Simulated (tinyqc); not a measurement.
Inside a calculation. Method: CIS and TDHF on RHF in the sto-3g basis, for H4, spin multiplicity 1. One step of it, computed by the program tinyqc.

Question. CIS matrix, singlets. A(ia,jb) = (e_a - e_i) d_ij d_ab + 2 (ia|jb) - (ij|ab).

orbital energies (hartree): [-0.527082, -0.450046, 0.366430, 0.583302]

Two-electron integrals over orbitals (pq|rs), unique and non-zero (hartree):
```
(11|11) 0.418696    (21|21) 0.207116    (22|11) 0.414204    (22|22) 0.420656
(31|11) -0.035071   (31|22) -0.003341   (31|31) 0.105959    (32|21) 0.054272
(32|32) 0.099516    (33|11) 0.410749    (33|22) 0.412162    (33|31) -0.008601
(33|33) 0.427007    (41|21) 0.013050    (41|32) -0.084634   (41|41) 0.091875
(42|11) 0.043387    (42|22) 0.014305    (42|31) -0.105411   (42|33) 0.011718
(42|42) 0.109389    (43|21) -0.201967   (43|32) -0.056190   (43|41) -0.010935
(43|43) 0.214629    (44|11) 0.432779    (44|22) 0.428276    (44|31) -0.038834
(44|33) 0.439210    (44|42) 0.046967    (44|44) 0.467290
```

Give: CIS matrix A, singlet.

Answer.

CIS matrix A, singlet (hartree), order 1>3, 1>4, 2>3, 2>4:
```
[[0.6947, 0.0000, 0.0000, -0.0089],
 [0.0000, 0.8614, 0.0327, 0.0000],
 [0.0000, 0.0327, 0.6033, 0.0000],
 [-0.0089, 0.0000, 0.0000, 0.8238]]
```
